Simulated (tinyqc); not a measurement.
Sweep of a uniaxial [100] stress: six-band Luttinger-Kohn model with strain.

Six-band Luttinger-Kohn model in the basis |3/2,3/2>, |3/2,1/2>, |3/2,-1/2>, |3/2,-3/2>, |1/2,1/2>, |1/2,-1/2>, electron energies, zero at the top of the unstrained valence band. H = -[rows: (P+Q, -S, R, 0, -S/r2, r2 R); (-S*, P-Q, 0, R, -r2 Q, r32 S); (R*, 0, P-Q, S, r32 S*, r2 Q); (0, R*, S*, P+Q, -r2 R*, -S*/r2); (-S*/r2, -r2 Q, r32 S, -r2 R, P+Dso, 0); (r2 R*, r32 S*, r2 Q, -S/r2, 0, P+Dso)], r2 = sqrt(2), r32 = sqrt(3/2). Levels are twofold.

P = c g1 k^2 - av tr(e); Q = c g2 (kx^2 + ky^2 - 2 kz^2) - (b/2)(exx + eyy - 2 ezz); R = c sqrt3 [-g2 (kx^2 - ky^2) + 2i g3 kx ky] + (sqrt3/2) b (exx - eyy) - i d exy; S = 2 c sqrt3 g3 (kx - i ky) kz - d (exz - i eyz); c = hbar^2/2m0, e the strain tensor (not engineering shear).

s11 = (C11 + C12)/((C11 - C12)(C11 + 2 C12)), s12 = -C12/((C11 - C12)(C11 + 2 C12)), s44 = 1/C44; exx = s11 sxx + s12 (syy + szz) and cyclic, exy = s44 sxy/2; tension is positive. A uniaxial stress X along the unit vector n is s_ij = X n_i n_j.

Constants: hbar^2/2m0 = 3.80998211 eV angstrom^2.

Parameters, chosen for this exercise (near those of AlAs; shifted at random, so the results belong to these values and not to a real crystal): Dso = 0.282 eV (spin-orbit splitting); g1 = 3.78 (Luttinger gamma1); g2 = 0.82 (gamma2); g3 = 1.4 (gamma3); av = 2.4 eV (valence hydrostatic potential); b = -2.39 eV (tetragonal shear potential); d = -3.42 eV (trigonal shear potential); C11 = 121.8 GPa; C12 = 56.2 GPa; C44 = 53.5 GPa; load = uniaxial [100] (kind of stress).

Edges at k = 0 and curvature masses of the top pair along [110] and [001] (step 0.0002 1/angstrom); at zero stress the top is fourfold and has no single curvature.

Edges and masses:
```
X (GPa)  top (eV)  second (eV)  third (eV)  splitting (meV)  m [110]  m [001]
-2.10      0.0851      -0.0980     -0.3336            183.1    0.224    0.413
-1.40      0.0516      -0.0654     -0.3113            117.0    0.227    0.395
0.00       0.0000       0.0000     -0.2820              0.0        -        -
0.70       0.0327      -0.0134     -0.2798             46.0    0.297    0.217
1.40       0.0654      -0.0160     -0.2883             81.3    0.297    0.217
2.10       0.0980      -0.0085     -0.3069            106.6    0.297    0.217
```

Give the missing row, X (GPa) = -0.70.

Computed row:
```
X (GPa)  top (eV)  second (eV)  third (eV)  splitting (meV)  m [110]  m [001]
-0.70      0.0225      -0.0327     -0.2933             55.2    0.232    0.370
```

The splitting reaches 183.1 meV under compression and 106.6 meV under the same tension; linear shear terms alone would make the two equal, and the difference comes from the coupling to the split-off band. At the ends of the sweep the top pair has a mass along [110] of 0.224 under compression and 0.297 under tension, so compression gives the lighter holes along [110]; along [001] it has 0.413 and 0.217. The top edge itself moves by +85 and +98 meV. The ends of the sweep mean strains up to 2.4 %, beyond the range of linear deformation potentials.

Run: tinyqc, `OMP_NUM_THREADS=1 python tinyqc.py 1050279 1050280 out.jsonl`; Intel(R) Xeon(R) Processor @ 2.30GHz, one thread, shared host; about 0.06 s of CPU time with all checks.
